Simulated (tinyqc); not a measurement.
# Input admittance of a MOSFET at zero drain bias: distributed channel and distributed gate: two studies

Source and drain grounded, strong inversion, w = 2 pi f, Cox = eps0 eox/tox. The channel is an RC line of resistance 1/(mu Cox Vo) per square fed from both ends, so one finger has the intrinsic admittance y = i w Cox L tanh(g)/g per width, g = (1/2) sqrt(i w tau), tau = L^2/(mu Vo). The vertical resistance rv/L is in series with y, the overlaps 2 i w Cov in parallel: y_t = 1/(1/y + rv/L) + 2 i w Cov. The gate strip is a line of Rsh/L per length loaded by y_t, so a finger has Y = y_t Wf tanh(k)/k, k = (Wf/sd) sqrt(y_t Rsh/L); the device has Nf Y.

Parameters, values chosen for the exercise; values of the order met in silicon radio-frequency transistors:
- eox = 3.9 (relative permittivity of the gate insulator (close to silicon dioxide))
- tox = 4.7 nm (insulator thickness)
- L = 0.74 um (channel length)
- Wf = 2 um (finger width)
- Nf = 4 (number of fingers)
- mu = 240 cm^2/(V s) (channel mobility)
- Vo = 0.77 V (gate overdrive)
- Rsh = 36 ohm/square (sheet resistance of the gate)
- rv = 2.3 ohm um^2 (vertical resistivity of the gate stack)
- sd = 1 (number of ends at which a finger is contacted)
- Cov = 0.18 fF/um (overlap and fringe capacitance on each side)
- f = 4.2 GHz (frequency)

Constants: eps0 = 8.8541878128e-14 F/cm where lengths are in cm. Results are converted to the units shown.

Each table varies one quantity; the others keep the values above.

## Input impedance against frequency

Low-frequency limits, with c = Cox L and ct = c + 2 Cov: R_strip = Rsh Wf/(3 sd^2 L Nf), R_ch = (c/ct)^2 L/(12 mu Cox Vo Wf Nf), R_vert = (c/ct)^2 rv/(L Wf Nf), C = ct Wf Nf. Z = 1/(Nf Y) = R + 1/(i w C), Q = |Im Z|/R, far-point signal |1/cosh k|.

The same in every row: low-frequency R (ohm) = 58.39.

Input impedance against frequency:
```
f (GHz)	w tau	|k|	R (ohm)	C (fF)	Q	signal at the far point
0.04	0.007447	0.01684	58.39	46.37	1469	1.000
0.1	0.01862	0.02662	58.39	46.37	587.8	1.000
0.3	0.05586	0.04611	58.39	46.37	195.9	1.000
0.8	0.1489	0.07530	58.39	46.37	73.47	1.000
2	0.3724	0.1190	58.39	46.36	29.40	0.9998
6	1.117	0.2056	58.35	46.27	9.824	0.9980
20	3.724	0.3650	57.96	45.29	3.031	0.9808
50	9.309	0.5151	55.90	40.65	1.401	0.9310
100	18.62	0.6082	50.18	31.47	1.008	0.8871
```

What does the comparison show?

R falls from 58.4 to 50.2 ohm and C falls from 46.4 to 31.5 fF. Q goes as f^(-1.00) between the first two rows and f^(-0.48) between the last two, where w tau = 18.6 and |k| = 0.608. The low-frequency limits hold both R and C within 5 % up to f = 20 GHz among the rows.

## Dividing a fixed width into fingers

Total width Wf Nf = 8 um; each finger also has a contact resistance Rc at each contacted end, which adds Rc/(sd Nf). The resistances are low-frequency limits, good while |k| is below about 1; the far-point signal is |1/cosh k| at f, without Rc.

The same in every row: R_ch + R_vert (ohm) = 50.282.

Dividing a fixed width into fingers:
```
Nf	Wf (um)	R_strip (ohm)	Rc/(sd Nf) for Rc = 30 ohm (ohm)	sum (ohm)	signal at the far point
1	8.0000	129.73	30.000	210.01	0.96805
2	4.0000	32.432	15.000	97.715	0.99521
4	2.0000	8.1081	7.5000	65.890	0.99902
8	1.0000	2.0270	3.7500	56.059	0.99977
16	0.50000	0.50676	1.8750	52.664	0.99994
32	0.25000	0.12669	0.93750	51.347	0.99999
64	0.12500	0.031672	0.46875	50.783	1.0000
128	0.062500	0.0079181	0.23438	50.525	1.0000
```

R_strip falls as 1/Nf^2, from 130 to 0.00792 ohm, the contact term as 1/Nf, and R_ch + R_vert stays at 50.3 ohm since the total width is fixed. The sum is within a factor 1.5 of that floor from Nf = 4 on. More fingers add wiring capacitance, which is left out.

Program tinyqc, `OMP_NUM_THREADS=1 python tinyqc.py 2262075 2262076 out.jsonl`; Intel Xeon 2.30GHz, shared host, one thread, about 0.01 s.
